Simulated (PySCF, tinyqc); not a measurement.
RHF in the sto-3g basis, for BeH+, spin multiplicity 1, step by step. The lowest restricted solution is unstable here: a spin-polarised one lies 0.0803 hartree lower (PySCF). One step of it, computed by the program tinyqc.

Question. Orthogonalisation. S = U s U^T; symmetric (Loewdin) form X = U s^(-1/2) U^T, so that X^T S X = 1.

overlap S:
```
           1Be 1s    1Be 2s   1Be 2px   1Be 2py   1Be 2pz     2H 1s
1Be 1s   1.000000  0.259517  0.000000  0.000000  0.000000  0.003402
1Be 2s   0.259517  1.000000  0.000000  0.000000  0.000000  0.107611
1Be 2px  0.000000  0.000000  1.000000  0.000000  0.000000  0.000000
1Be 2py  0.000000  0.000000  0.000000  1.000000  0.000000  0.000000
1Be 2pz  0.000000  0.000000  0.000000  0.000000  1.000000  0.160198
2H 1s    0.003402  0.107611  0.000000  0.000000  0.160198  1.000000
```

Give: eigenvalues of S; X.

Answer.

eigenvalues of S: 0.7116  0.8551  1.0000  1.0000  1.1419  1.2914

X:
```
          1Be 1s   1Be 2s  1Be 2px  1Be 2py  1Be 2pz    2H 1s
1Be 1s    1.0268  -0.1364   0.0000   0.0000  -0.0013   0.0095
1Be 2s   -0.1364   1.0314   0.0000   0.0000   0.0069  -0.0572
1Be 2px   0.0000   0.0000   1.0000   0.0000   0.0000   0.0000
1Be 2py   0.0000   0.0000   0.0000   1.0000   0.0000   0.0000
1Be 2pz  -0.0013   0.0069   0.0000   0.0000   1.0099  -0.0820
2H 1s     0.0095  -0.0572   0.0000   0.0000  -0.0820   1.0145
```
